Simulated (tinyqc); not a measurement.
# Self-heating of a transistor with one or more fingers, with temperature-dependent conductivity, step by step

A worked calculation. Computed by tinyqc, a small Python program that keeps every step. Command: `OMP_NUM_THREADS=1 python tinyqc.py 3015979 3015980 out.jsonl selfheat walk`. One thread of a shared host (Intel(R) Xeon(R) Processor @ 2.30GHz), about 0.07 s of CPU time with the checks. Intermediate numbers are printed to about 5 digits and carried at full precision; extremes and crossings named in words are read from the listed rows.

N long parallel fingers lie on the top face of a slab whose bottom is held at T_0; the top is otherwise insulated, and heat flows in two dimensions. P in W/mm is 1000 P in W/m.

Inputs (values chosen for the exercise, modelled on indium phosphide):
```
quantity                                      value           unit
conductivity at the base temperature kappa_0   66.6        W/(m K)
exponent m in kappa ~ T^-m                     1.54              -
base temperature T_0                            300              K
power per gate width P                         0.72           W/mm
fingers N                                         5              -
finger pitch s                                   11     micrometre
width of the heat source w                     0.16     micrometre
substrate thickness t                           350     micrometre
phonon free path Lambda                         120             nm
heat capacity C                                1.47  1e6 J/(m^3 K)
pulse length                                   0.54    microsecond
```

Power: fixed power.

## Geometry factors

A line source of power P on the top face raises the top at distance x by (P/(pi kappa_0)) g(x), g(x) = -ln tanh(pi x/(4 t)) (the image sum for the slab). On a strip of width w the centre sees the mean of g over the strip, g_0 = 1 + ln(8 t/(pi w)) for w much below t.

own factor g_0 = 9.6252

g(j s), j = 1..7: 3.7018  3.0093  2.6048  2.3186  2.0972  1.9171  1.7656

## Linear temperature rise of each finger

theta_i = (P/(pi kappa_0)) [g_0 + sum over j != i of g(|i - j| s)], with equal powers and constant conductivity; thermal resistance = largest theta/P.

theta of each finger (K): 73.159  77.919  79.310  77.919  73.159

largest theta = 79.310 K

thermal resistance = 110.15 K mm/W

The neighbours supply 58 % of the rise of the hottest finger, which runs 6.2 K above the outer ones. Caution: the source is narrower than two phonon free paths, so the Fourier result understates the rise at the source.

## Correction for the falling conductivity

Kirchhoff transformation for kappa = kappa_0 (T/T_0)^-m: T = T_0 [1 - (m - 1) theta/T_0]^(-1/(m - 1)), where theta is the linear rise. The bracket vanishes at the power P T_0/((m - 1) theta).

peak temperature = 399.03 K

true rise = 99.029 K

true rise / linear rise = 1.2486

power at which the formula diverges = 5.0435 W/mm

The falling conductivity adds 24.9 % to the rise.

## Extra rise from ballistic phonons

Near a source smaller than the free path, Fourier's law overstates the flow. Rough estimate: a strip that emits phonons into a half space adds a resistance times area of 4 Lambda/(3 kappa_0), from the ballistic flux C v Delta T/4 with kappa_0 = C v Lambda/3, so Delta T_b = 4 Lambda P/(3 kappa_0 w); Knudsen number Lambda/w.

Knudsen number = 0.75

ballistic rise Delta T_b = 10.811 K

Delta T_b / largest theta = 0.13631

By this estimate the ballistic term is at most a fifth of the Fourier rise.

## Rise at the end of a pulse

After switching on, theta(tau) = (P D/kappa_0) int_0^tau X(u) Z(u) du at the hottest finger, D = kappa_0/C; X = sum over fingers at distance x of [erf((x + w/2)/r) - erf((x - w/2)/r)]/(2 w), Z = sum_(j=-200..200) (-1)^j exp(-(2 j t/r)^2)/sqrt(pi D u), r = 2 sqrt(D u); trapezoid rule on 300 points evenly spaced in ln u from u_0 = 1e-3 min(tau, w^2/D) to tau, plus the exact piece 2 sqrt(u_0/(pi D))/w below u_0. Conductivity and power are held at their base values here, and Fourier's law is used even where the diffusion length is near a phonon free path.

diffusivity D = 45.306 micrometre^2/microsecond

diffusion length sqrt(D tau) = 4.9462 micrometre

linear rise after the pulse = 19.545 K

share of the steady rise = 0.2464

## Rise against time

The formulas are those given above.

Heating curve:
```
time (microsecond)  sqrt(D time) (micrometre)  rise (K)  share of the steady rise
0.0027                                0.34975    9.9172                     0.125
0.027                                  1.1060    13.872                    0.1749
0.27                                   3.4975    17.922                     0.226
2.7                                    11.060    26.187                    0.3302
27                                     34.975    42.894                    0.5408
140                                    79.642    56.718                    0.7151
540                                    156.41    68.251                    0.8606
1600                                   269.24      76.3                     0.962
4100                                   430.99    79.095                    0.9973
```

Half the steady rise is reached between 2.7 and 27 microseconds, and the last row holds 99.7 % of it; the slowest time constant is 4 t^2/(pi^2 D) = 1100 microseconds. While the diffusion length lies between w and the pitch or thickness, the rise grows as the logarithm of time; once it nears the pitch of 11 micrometre the neighbours add their heat.

Checks made by the program: g(s) against the alternating image sum (relative difference 3e-07); Kirchhoff integral of kappa/kappa_0 from T_0 to T (relative difference below 1e-10); long-time limit against the steady rise (relative difference 1e-05).
